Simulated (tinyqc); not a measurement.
Inside a calculation. Model: elastic strain and critical thickness of a cubic alloy layer A(1-x)B(x) on a thick substrate. Computed by tinyqc, a small Python program that keeps every step. Command: `OMP_NUM_THREADS=1 python tinyqc.py 3015290 3015291 out.jsonl misfit walk`. One thread of a shared host (Intel(R) Xeon(R) Processor @ 2.30GHz), about 0.01 s of CPU time with the checks. Intermediate numbers are printed to about 5 digits and carried at full precision; extremes and crossings named in words are read from the listed rows.

Strain is positive in tension. The layer is coherent with the substrate unless said otherwise.

Inputs (values chosen for the exercise, modelled on Si(1-x)Ge(x) on Si): fraction x of B = 0.39; lattice constant a_A = 5.431 angstrom; lattice constant a_B = 5.658 angstrom; substrate lattice constant a_S = 5.431 angstrom; layer thickness h = 5.4 nm; biaxial modulus of the substrate M_S = 186 GPa; substrate thickness t_S = 625 micrometre; wafer diameter W = 50 mm; X-ray wavelength = 1.540593 angstrom; start of the iteration h0/b = 1000.

Growth plane: (001). Layer: uncapped. Misfit dislocation: edge.

C11, C12, C44 of A (GPa): [166.6, 63.89, 78.99]

C11, C12, C44 of B (GPa): [128.6, 48.17, 66.76]

## Alloy by Vegard's rule, and misfit

a = (1 - x) a_A + x a_B, the same rule for each C_ij; misfit f = (a_S - a)/a, the in-plane strain of the coherent layer.

free lattice constant a = 5.51953 angstrom

elastic constants (GPa): C11 151.7800, C12 57.7592, C44 74.2203

misfit f = -0.016039

The layer is compressed in the plane by 1.60 %.

## Biaxial strain, stress and energy

(001): D = 2 C12/C11, M = C11 + C12 - 2 C12^2/C11. The free surface carries no normal stress, so e_perp = -D f; dV/V = 2 f + e_perp; stress = M f; energy per area = M f^2 h (1 GPa nm = 1 J/m^2).

ratio D = 0.76109

normal strain e_perp = 0.012207

volume strain dV/V = -0.019871

biaxial modulus M = 165.58 GPa

in-plane stress = -2.6558 GPa

strain energy per area = 0.23003 J/m^2

## Symmetric X-ray reflection

Reflection 004: d = a_perp/sqrt(16), with a_perp = a (1 + e_perp) for the coherent layer, a for the relaxed layer and a_S for the substrate; sin(theta) = lambda/(2 d).

Bragg angles:
```
crystal         a_perp (angstrom)  theta (degrees)  from substrate (arcsec)
substrate                  5.4310           34.564                      0.0
coherent layer             5.5869           33.470                  -3939.9
relaxed layer              5.5195           33.934                  -2270.7
```

peak separation of the coherent layer = -3939.9 arcsec

The coherent layer lies 1.74 times as far from the substrate peak as a relaxed one, about 1 + D = 1.76: reading its peak as relaxed would overstate the mismatch by that factor.

## Isotropic constants and the prefactor A

Voigt averages: G = (C11 - C12 + 3 C44)/5, B = (C11 + 2 C12)/3, nu = (3 B - 2 G)/(2 (3 B + G)); b = a/sqrt(2). Edge dislocation with b in the interface: cos alpha = 0, cos lambda = 1. Matthews-Blakeslee: h_c = A [ln(h_c/b) + 1], A = b (1 - nu cos^2 alpha)/(8 pi |f| (1 + nu) cos lambda), the factor 8 pi being that of an uncapped layer.

shear modulus G = 63.33634 GPa

Poisson ratio nu = 0.21266

Burgers vector b = 0.39029 nm

prefactor A = 0.79840 nm

## Critical thickness by fixed-point iteration

Start at h0, put the right side back in, and stop when the change is below 1e-9 h or h turns negative.

Iteration:
```
step  h in (nm)  h out (nm)  change (nm)
1        390.29      6.3135  -3.8398e+02
2          6.31      3.0208  -3.2927e+00
3          3.02      2.4322  -5.8856e-01
4          2.43      2.2592  -1.7302e-01
5          2.26      2.2003  -5.8917e-02
6          2.20      2.1792  -2.1097e-02
7          2.18      2.1715  -7.6924e-03
...         ...         ...          ...
17         2.17      2.1670  -3.5235e-07
18         2.17      2.1670  -1.2981e-07
19         2.17      2.1670  -4.7828e-08
20         2.17      2.1670  -1.7621e-08
21         2.17      2.1670  -6.4921e-09
22         2.17      2.1670  -2.3919e-09
23         2.17      2.1670  -8.8124e-10
```

critical thickness h_c (Matthews-Blakeslee) = 2.1670 nm

Converged; near the root each step shrinks the error by A/h_c = 0.368. h_c is 5.6 Burgers vectors. Caution: an edge dislocation with b in the interface cannot reach it by glide, so the force balance is formal for it. Caution: a critical thickness of a few Burgers vectors is outside continuum elasticity and hangs on the core term.

## Equilibrium strain at the thickness h

For h > h_c the same force balance gives the strain left, |e| = |f| A [ln(h/b) + 1]/h, and below h_c e = f; relaxation = 1 - e/f; dislocations per length across each line direction = (|f| - |e|)/(b cos lambda).

strain left e = -0.0086019

relaxation = 46.370 %

dislocation line density = 19.056 1/micrometre

h is 2.49 h_c: in equilibrium dislocations lie 52.5 nm apart; slow nucleation and glide can keep a real layer more strained.

## Wafer curvature of the coherent layer

Stoney: curvature = 6 |stress| h/(M_S t_S^2); radius = 1/curvature; bow = curvature W^2/8.

curvature = 0.0011843 1/m

radius of curvature = 844.37 m

bow = 0.37010 micrometre

Caution: the curvature assumes a coherent layer, but h exceeds h_c.

## Force balance against energy balance

People-Bean: h_c = P ln(h_c/b), P = (1 - nu)/(1 + nu) b^2/(16 pi sqrt(2) a f^2). The misfit is scaled by 0.25, 0.4, 0.6, 1, 1.5, 2.2 at fixed a, b and nu; the upper root is taken, and rows with A < 1.3 b or P < 3 b, where the roots shrink to the core size or vanish, are left out.

Critical thickness:
```
|f| (%)  Matthews-Blakeslee (nm)  People-Bean (nm)   ratio
0.4010                    14.805            1267.6  85.618
0.6416                     8.033             428.8  53.378
0.9624                     4.619             164.5  35.613
1.6039                     2.167              46.9  21.655
2.4059                     1.068              16.2  15.198
```

The exponents d ln h_c/d ln f are -1.30 and -2.31 between the first rows, steeper than the -1 and -2 of the prefactors because of the logarithm. The ratio falls from 85.6 to 15.2 as the misfit grows. Where People-Bean lies above, a layer between the lines is metastable: dislocations would lower the energy but have to be nucleated. Above about 2 % misfit islands may come first.

Checks made by the program: D and M against the full stiffness tensor (relative difference below 1e-10); h_c against the Lambert function, -A W_(-1)(-b/(A e)) (relative difference 2e-10).
